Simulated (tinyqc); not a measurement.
Admittance spectroscopy and thermally stimulated current of one trap level in a depletion layer. Which input was changed? Computed by tinyqc, a small Python program. Command: `OMP_NUM_THREADS=1 python tinyqc.py 3112502 3112503 out.jsonl admit which`. One thread of a shared host (Intel(R) Xeon(R) Processor @ 2.30GHz), about 0.05 s of CPU time with the checks.

A Schottky junction on n-type material holds one donor-like electron trap; shallow donors are fully ionised and abrupt depletion edges are assumed.

Inputs (values chosen for the exercise, modelled on n-type silicon):

| quantity | value | unit |
|---|---|---|
| dielectric constant eps | 11.6 | - |
| density-of-states mass m | 1.11 | m_0 |
| shallow doping N | 3.4e+16 | 1/cm^3 |
| trap density N_t | 7.5e+15 | 1/cm^3 |
| trap depth E_t below the band | 0.49 | eV |
| capture cross section sigma | 5.2e-15 | cm^2 |
| band bending V_b | 1 | V |
| test frequency f | 9000 | Hz |
| heating rate beta | 0.051 | K/s |

Constants: k_B = 1.380649e-23 J/K; m_0 = 9.1093837015e-31 kg; h = 6.62607015e-34 J s; k_B = 8.617333262e-05 eV/K; eps_0 = 8.8541878128e-12 F/m; e = 1.602176634e-19 C.

Method:
- N_c = 2 (2 pi m k_B T/h^2)^(3/2), v_th = sqrt(3 k_B T/m), emission rate e_n = sigma v_th N_c exp(-E_t/(k_B T)).
- Where the level crosses the Fermi level capture equals emission, so the trap follows the signal with the rate 2 e_n; G/omega peaks at omega = 2 e_n (the correction for large N_t/N is left out).
- Solve 2 e_n(T_p) = 2 pi f.
- With E_c - E_F = k_B T_p ln(N_c/N): lambda = sqrt(2 eps eps_0 (E_t - (E_c - E_F))/(e^2 N)); traps are empty and charged for x < x_t = w - lambda, and V_b = e (N w^2 + N_t x_t^2)/(2 eps eps_0). High frequency: C_hf = eps eps_0/w. Low frequency: C_lf = eps eps_0 (N + N_t)/(N w + N_t x_t).
- Thermally stimulated current without retrapping: filled share n(T) = exp(-(1/beta) int e_n dT), current proportional to e_n n; the peak obeys beta (E_t/(k_B T^2) + 2/T) = e_n(T). The integral starts at 0.5 T_m and uses 4000 trapezoid steps to 1.2 T_m.
- Chen's first-order estimate from the full width W = T_2 - T_1 between the half-height points: E = 2.52 k_B T_m^2/W - 2 k_B T_m.

Question. One of these inputs alone was changed, within the range given: trap depth E_t below the band (0.245 to 0.98); trap density N_t (3.75e+15 to 1.5e+16); test frequency f (4500 to 1.8e+04); density-of-states mass m (0.555 to 2.22). Which one, and to what value?

Results:

| run | step (C_lf - C_hf)/C_hf | lambda (nm) | peak temperature T_m (K) |
|---|---|---|---|
| before | 0.1132355 | 107.0630 | 178.9938 |
| after | 0.1115014 | 105.5116 | 177.4964 |

Answer.

Each candidate set to reproduce step (C_lf - C_hf)/C_hf, and what it then gives:

| candidate | range searched | value needed | lambda (nm) | peak temperature T_m (K) |
|---|---|---|---|---|
| trap depth E_t below the band (eV) | 0.245 to 0.98 | 0.4750 | 105.51 | 173.98 |
| trap density N_t (1/cm^3) | 3.75e+15 to 1.5e+16 | 7.377e15 | 107.06 | 178.99 |
| test frequency f (Hz) | 4500 to 1.8e+04 | out of reach | - | - |
| density-of-states mass m (m_0) | 0.555 to 2.22 | 1.500 | 105.51 | 177.50 |

Only density-of-states mass m fits every result: it went from 1.11 to 1.50 m_0. The next best candidate, trap density N_t, misses one result by 1.5 %.
